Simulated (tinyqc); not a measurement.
Worked calculation: strained quantum well: band edges, subbands and transparency. Values are carried at full precision from step to step, so a last printed digit may differ when a step is redone from the rounded ones.

Growth on (001), barriers unstrained: tr(e) = e (2 - nu2), Z = b e (1 + nu2); Ec = Ev + Eg + ac tr(e), E_HH = Ev + av tr(e) + Z, E_LH = Ev + av tr(e) - Z (coupling to the split-off band left out).

Constants: hbar^2/2m0 = 3.80998211 eV angstrom^2; hc = 1239.841984 eV nm; kB = 8.617333262e-05 eV/K.

Inputs chosen for the exercise (near those of an InGaAs/InP well; shifted at random, so the results belong to these values and not to a real crystal): e = -0.0071 (strain in the plane); nu2 = 1.015 (2 C12/C11); Eg = 0.612 eV (unstrained gap of the well); Ev = -0.578 eV (its valence edge); ac = -5.83 eV; av = 1.06 eV (Ev moves by av tr(e)); b = -1.87 eV (shear potential); Egb = 1.35 eV (gap of the barrier); Evb = -0.94 eV (its valence edge); L = 74 angstrom (well width); me = 0.0387 m0 (electron mass); g1 = 15.31 (gamma1); g2 = 6.18 (gamma2); meb = 0.08 m0; g1b = 5.08; g2b = 1.6; T = 250 K (temperature); Br = 1.8 x 1e-4 cm^2/s (two-dimensional radiative coefficient).

## Strained band edges and offsets

Give tr(e), Z, the edges Ec, E_HH, E_LH and the well depths against the barrier.

tr(e) = -0.00699
Z = 0.0268 eV

Ec, E_HH, E_LH (eV): 0.0748  -0.5587  -0.6122

depths for e, HH, LH (eV): 0.3352  0.3813  0.3278

The well is under compression, which puts HH on top, by 54 meV; the gap becomes 0.6334 eV, +21 meV from the unstrained one.

## Subband edges

Masses along z: me, 1/(g1 - 2 g2) for HH, 1/(g1 + 2 g2) for LH, likewise in the barrier; in the plane me, 1/(g1 + g2) for HH and 1/(g1 - g2) for LH (no mixing, which understates the hole masses away from k = 0). Level n solves k L + 2 atan[(k/m)/(kappa/mb)] = n pi, k = sqrt(m E/c), kappa = sqrt(mb (V - E)/c), c = hbar^2/2m0.

Up to three electron, four HH and two LH levels, on the common energy scale, with their masses in the plane.

Subbands:

| level | E (eV) | m in the plane |
|---|---|---|
| e1 | 0.1403 | 0.0387 |
| e2 | 0.3390 | 0.0387 |
| hh1 | -0.5731 | 0.0465 |
| hh2 | -0.6165 | 0.0465 |
| lh1 | -0.6702 | 0.1095 |
| hh3 | -0.6887 | 0.0465 |
| hh4 | -0.7882 | 0.0465 |
| lh2 | -0.8731 | 0.1095 |

lowest transition = 0.7134 eV
wavelength hc/E = 1738.0 nm

The top hole level is hh1, so the edge is mainly TE polarised; hh2 lies 43 meV lower.

## Transparency density

Transparency (Bernard-Duraffourg): Fc - Fv equals the lowest transition energy with n = p, n = sum m/(2 pi c) kB T ln(1 + exp((Fc - E)/kB T)) and p likewise over the listed subbands; c = hbar^2/2m0, 1/angstrom^2 = 1e16/cm^2.

Solve for u = (Fc - e1)/kB T; give n_tr, the share of holes in the top subband and the current e Br n_tr^2 (e = 1.602177e-19 C).

u = 0.261
n_tr = 0.290 x 1e12/cm^2
share = 0.825
current density = 2.4 A/cm^2

For mirror-image bands u = 0 and n_tr = me kB T ln2/(2 pi c) = 0.241 x 1e12/cm^2; the heavier or more numerous hole states raise it by a factor 1.20.

## Checks

- Transparency for equal single subbands against m kB T ln2/(2 pi c): both 0.3743.

Run: tinyqc, `OMP_NUM_THREADS=1 python tinyqc.py 1280485 1280486 out.jsonl`; Intel(R) Xeon(R) Processor @ 2.30GHz, one thread, shared host; about 0.01 s of CPU time with all checks.
